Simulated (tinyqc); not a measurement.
# Double-gate transistor, scale length and short-channel effects: effects of single changes

A body of thickness ts between two insulators of thickness ti and two tied gates. Below threshold the potential that source and drain add obeys Laplace's equation and vanishes on the gate. Its lowest mode decays along the channel as exp(-k y); k is the smallest positive root of the matching condition at the interface, and the scale length is Lambda = pi/k.

Values chosen for this exercise; permittivities: semiconductor close to that of silicon, insulator close to that of silicon dioxide:

| symbol | value | unit | meaning |
|---|---|---|---|
| T | 300 | K | temperature |
| eps_r | 11.9 |  | relative permittivity of the semiconductor |
| ei | 3.91 |  | relative permittivity of the insulator |
| ti | 0.62 | nm | insulator thickness |
| ts | 10.3 | nm | body thickness |
| L | 41 | nm | channel length |
| Vbi | 0.87 | V | potential of the source |
| sT | 0.5 | V | potential of the barrier top at threshold |
| Vds | 0.5 | V | drain voltage |

Constants: q = 1.602176634e-19 C, kB = 1.380649e-23 J/K, Vt = kB T/q. Results are converted to the units shown.

Each table varies one quantity; the others keep the values above.

## Effect of the relative permittivity of the insulator

k is the smallest positive root of f(k) = ei cos(k ti) cos(k ts/2) - eps_r sin(k ti) sin(k ts/2). Along the channel psi(y) = s + a exp(y/l) + b exp(-y/l) with psi(0) = Vbi, psi(L) = Vbi + Vds and l = 1/k = Lambda/pi; with A = Vbi - s, B = A + Vds, x = exp(-L/l): a = (B - A x) x/(1 - x^2), b = (A - B x)/(1 - x^2). The minimum is s + 2 sqrt(a b), at y = (l/2) ln(b/a). The long-channel potential follows the gate as s = sT + (Vg - VTL)/m, and the threshold VT is the gate voltage at which the minimum equals sT. Swing = m Vt ln 10/g at threshold, g = d(minimum)/ds = 1 - (b x + a)/((1 + x) sqrt(a b)). DIBL = [VT(0.05 V) - VT(Vds)]/(Vds - 0.05 V). sT and Vbi are held fixed; m = 1.

Results:
```
ei	Lambda (nm)	L/Lambda	VT - VTL at Vds (mV)	DIBL (mV/V)	swing (mV/decade)
3.9	13.896	2.9504	-11.257	7.6642	60.813
5.7	12.825	3.1968	-7.5912	5.1622	60.395
8.5	12.022	3.4105	-5.4047	3.6725	60.145
12	11.530	3.5560	-4.2915	2.9150	60.018
18	11.125	3.6856	-3.4959	2.3739	59.927
40	10.673	3.8416	-2.7320	1.8547	59.839
```

Estimate the missing row, ei = 27.

Computed row:
```
ei	Lambda (nm)	L/Lambda	VT - VTL at Vds (mV)	DIBL (mV/V)	swing (mV/decade)
27	10.851	3.7784	-3.0190	2.0497	59.872
```

With this row back in the table: As ei goes from 3.9 to 40, Lambda falls from 13.9 to 10.7 nm, DIBL falls from 7.66 to 1.85 mV/V and the swing falls from 60.8 to 59.8 mV a decade. On average Lambda goes as ei^(-0.11).

## Effect of the channel length

Same model as above.

The same in every row: Lambda (nm) = 13.888.

Effect of the channel length:
```
L (nm)	L/Lambda	VT - VTL at Vds = 0.05 V (mV)	VT - VTL at Vds (mV)	DIBL (mV/V)	swing (mV/decade)
15	1.0801	-216.80	-319.44	228.09	94.487
18	1.2961	-136.23	-199.71	141.05	81.608
22	1.5841	-77.899	-113.56	79.239	72.223
26	1.8721	-46.435	-67.409	46.609	67.125
31	2.2321	-25.149	-36.382	24.961	63.656
37	2.6642	-12.378	-17.862	12.188	61.564
44	3.1682	-5.5140	-7.9458	5.4040	60.435
52	3.7442	-2.2126	-3.1861	2.1633	59.891
62	4.4643	-0.71130	-1.0239	0.69467	59.644
```

What does the table show?

From L = 15 to 62 nm, DIBL falls from 228 to 0.695 mV/V and the swing falls from 94.5 to 59.6 mV a decade (long-channel value 59.5). Between the last two rows the threshold shift at Vds decays with a length of 8.81 nm, against 2 Lambda/pi = 8.84 nm for a shift that goes as exp(-pi L/(2 Lambda)). DIBL first drops below 100 mV/V at L = 22 nm among the rows, L/Lambda = 1.6. For L = 15 to 18 nm L is under 1.5 Lambda, where higher modes, left out of the one-mode potential, count.

## A higher permittivity at fixed equivalent oxide thickness

Same model as above.

The equivalent oxide thickness 3.9 ti/ei is held at 0.62 nm, so ti = 0.62 ei/3.9 nm.

Results:
```
ei	ti (nm)	Lambda (nm)	L/Lambda	DIBL (mV/V)	swing (mV/decade)
3.9	0.62000	13.896	2.9504	7.6642	60.813
5	0.79487	13.910	2.9474	7.7011	60.819
7.5	1.1923	13.956	2.9378	7.8208	60.839
10	1.5897	14.021	2.9243	7.9938	60.868
15	2.3846	14.214	2.8845	8.5236	60.956
20	3.1795	14.505	2.8266	9.3599	61.095
35	5.5641	16.152	2.5385	14.977	62.024
```

Estimate the missing row, ei = 25.

Computed row:
```
ei	ti (nm)	Lambda (nm)	L/Lambda	DIBL (mV/V)	swing (mV/decade)
25	3.9744	14.913	2.7493	10.610	61.302
```

With this row back in the table: As ei goes from 3.9 to 35, Lambda rises from 13.9 to 16.2 nm, DIBL rises from 7.66 to 15.0 mV/V and the swing rises from 60.8 to 62.0 mV a decade. The ratio ei/ti is the same in every row, yet the insulator grows from 0.620 to 5.56 nm, and drain fields reach the channel sideways through it.

Computed by the program tinyqc: `OMP_NUM_THREADS=1 python tinyqc.py 2420041 2420042 out.jsonl`, one thread of a shared Intel Xeon 2.30GHz, about 0.01 s for the whole run.
